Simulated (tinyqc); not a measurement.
MOS structure on a p-type body, non-linear Poisson equation by Newton steps: two steps of the calculation.

One dimension, insulator interface at x = 0, acceptor density Na, uniform, net doping C = -(acceptor density). psi is counted from the intrinsic level: n = ni exp((psi - Vb)/Vt), p = ni exp(-psi/Vt); deep in the body psi_b = -Vt ln(Na/ni). The gate acts through Cox = eps0 eox/tox and has the potential psi_G = Vg - (phiM - chi - Vt ln(Nc/ni)). Boltzmann statistics, full ionisation, classical densities, no oxide or interface charge.

Inputs (values chosen for the exercise); band and dielectric values close to those of silicon:
```
symbol,value,unit,meaning
T,350,K,temperature
Eg,1.1,eV,band gap
Nc,3.6e19,cm^-3,conduction-band density of states at T
Nv,3.3e19,cm^-3,valence-band density of states at T
chi,4,eV,electron affinity
Na,8.1e15,cm^-3,acceptor density deep in the body
eox,25.4,,relative permittivity of the gate insulator (close to zirconium oxide)
tox,33,nm,insulator thickness
phiM,4.4,eV,gate work function
Vb,0.8,V,electron quasi-Fermi potential against the body
Vg,1,V,gate voltage against the body
```

Constants: q = 1.602176634e-19 C, kB = 1.380649e-23 J/K, Vt = kB T/q, eps0 = 8.8541878128e-14 F/cm where lengths are in cm. Results are converted to the units shown.

Question 1. Scales and end potentials. ni = sqrt(Nc Nv) exp(-Eg/(2 Vt)), Eg in volts; Cox, psi_G and psi_b as defined.

Find: ni; Cox; psi_G; psi_b.

Answer 1.

ni = 4.1472e11 cm^-3
Cox = 0.68150 uF/cm^2
psi_G = 1.1513 V
psi_b = -0.29798 V

Question 2. Converged densities and sheet charges. n and p as above; box widths w_i (half boxes at both ends); band bending psi_0 - psi_b; N_inv = sum w n; N_dep = -sum w (p + C); centroid sum w n x/N_inv; gate charge Cox (psi_G - psi_0)/q.

```
node  x (nm)  converged psi (V)  net doping C (cm^-3)
0          0          1.0604884               -8.1e15
1        0.3          1.0587267               -8.1e15
2      0.829          1.0556238               -8.1e15
3       1.76          1.0501733               -8.1e15
4        3.4          1.0406033               -8.1e15
5        6.3          1.0237739               -8.1e15
6       11.4          0.9944502               -8.1e15
7       20.4          0.9435090               -8.1e15
8       36.2          0.8565066               -8.1e15
9       64.2          0.7098803               -8.1e15
10       113          0.4774125               -8.1e15
11       200          0.1357312               -8.1e15
12       353         -0.2390193               -8.1e15
13       623         -0.2965698               -8.1e15
14      1100         -0.2979804               -8.1e15
```

ni = 4.1472172e11 cm^-3

Find: n; p; band bending; N_inv; N_dep; centroid of the electrons; gate charge over q.

Answer 2.

```
node  n (cm^-3)  p (cm^-3)
0      2.337e15   2.225e-4
1      2.204e15   2.359e-4
2      1.989e15   2.615e-4
3      1.660e15   3.133e-4
4      1.209e15   4.303e-4
5      6.918e14   7.517e-4
6      2.616e14   0.001987
7      4.833e13    0.01076
8      2.700e12     0.1926
9      2.090e10      24.88
10      9.391e6    5.538e4
11        112.9    4.606e9
12     4.535e-4   1.147e15
13     6.727e-5   7.730e15
14     6.420e-5   8.100e15
```

band bending = 1.358 V
N_inv = 1.286e9 cm^-2
N_dep = 3.848e11 cm^-2
centroid of the electrons = 5.242 nm
gate charge over q = 3.863e11 cm^-2

N_inv + N_dep is 0.050 % below the gate charge.

tinyqc, about 0.3 s, one thread, Intel Xeon 2.30GHz (shared host): `OMP_NUM_THREADS=1 python tinyqc.py 2080020 2080021 out.jsonl`
